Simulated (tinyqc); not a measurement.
Worked calculation: polytypes by hexagonality, and a cubic inclusion as a quantum well. Values are carried at full precision from step to step, so a last printed digit may differ when a step is redone from the rounded ones.

A layer is h if its two neighbours in the periodic sequence sit on the same site, k otherwise; the hexagonality h is the share of h layers.

Constants: hbar^2/2m0 = 3.80998211 eV angstrom^2.

Parameters, chosen for this exercise (of the order of those of GaAs; not measured data):

| symbol | value | unit | meaning |
|---|---|---|---|
| E3 | 1.502 | eV | gap of the cubic polytype |
| E2 | 1.534 | eV | gap of 2H |
| Ev2 | 0.133 | eV | valence top of 2H above that of 3C |
| P2 | 0.002 | C/m^2 | spontaneous polarisation of 2H |
| m | (0.068, 0.067) | m0 | electron mass along c in the cubic layer and in the host |
| d | 3.257 | angstrom | thickness of a double layer |
| eps | 12.9 |  | dielectric constant |
| N | 24 |  | double layers in the cubic inclusion |

## Hexagonality

Stacking sequences:

| polytype | sequence |
|---|---|
| 21R | ABCACBACABCBACBCABACB |
| 8H | ABCABACB |
| 10H | ABCABCBACB |
| 9R | ABCBCACAB |
| 2H | AB |

Give the h/k string and h of each.

Hexagonality:

| polytype | h/k string | h |
|---|---|---|
| 21R | hkkhkkkhkkhkkkhkkhkkk | 0.2857 |
| 8H | hkkkhkkk | 0.2500 |
| 10H | hkkkkhkkkk | 0.2000 |
| 9R | hkhhkhhkh | 0.6667 |
| 2H | hh | 1.0000 |

## Gaps and band edges

Gap: E3 + (E2 - E3) h. Valence top Ev2 h and polarisation P2 h, both counted from 3C; Ec = Ev + gap.

Evaluate for each polytype.

Results:

| polytype | gap (eV) | Ev (eV) | Ec (eV) | P (C/m^2) |
|---|---|---|---|---|
| 21R | 1.5111 | 0.0380 | 1.5491 | 0.00057 |
| 8H | 1.5100 | 0.0333 | 1.5433 | 0.00050 |
| 10H | 1.5084 | 0.0266 | 1.5350 | 0.00040 |
| 9R | 1.5233 | 0.0887 | 1.6120 | 0.00133 |
| 2H | 1.5340 | 0.1330 | 1.6670 | 0.00200 |

The widest gap is that of 2H, the narrowest that of 10H. Ev and Ec both rise with h, so 3C collects electrons and the more hexagonal side holes: a staggered line-up.

## The bound level without the field

A cubic inclusion of width L = N d in the host (h = 1) is a well of depth V = Ec(host) - Ec(3C). Square well with mass mismatch: k tan(k L/2) = (m_w/m_b) q, k = sqrt(m_w E/c), q = sqrt(m_b (V - E)/c), c = hbar^2/2m0, lowest root. The depth of the level, V - E, is its binding, and the transition to the valence top of the host is gap(host) - (V - E). The step in polarisation gives a field |F| = |P|/(eps eps0) in a thin inclusion, eps0 = 8.8541878e-12 F/m.

Give V, L, the level E, its depth below the host conduction edge and the transition to the valence top of the host, gap(host) - (V - E).

V = 0.1650 eV
L = 78.168 angstrom
E above the bottom = 0.0407 eV
depth below the host edge = 0.1243 eV
transition = 1.4097 eV

The level keeps 75 % of the well depth. The transition lies below the gap of 3C itself (1.502 eV), which only a staggered line-up allows.

## The polarisation field

Give |F|, the drop |F| L, the bound charge |P|/e per cm^2 (e = 1.602176634e-19 C), and, as a first estimate, the shift -|F| L/2 of the transition for an electron centred in the layer and a hole in the host on the high side.

|F| = 0.175 MV/cm
drop = 136.9 meV
bound charge = 1.25e+12 cm^-2
estimated shift = -68.4 meV

The drop is 83 % of the well depth. The host edge on the low side sinks by 68 meV against the centre, less than the 124 meV by which the flat well binds.

## Checks

- Square-well root against finite differences on a grid of 0.5 angstrom (eV): both 0.041.

Run: tinyqc, `OMP_NUM_THREADS=1 python tinyqc.py 1880970 1880971 out.jsonl`; Intel(R) Xeon(R) Processor @ 2.30GHz, one thread, shared host; about 0.08 s of CPU time with all checks.
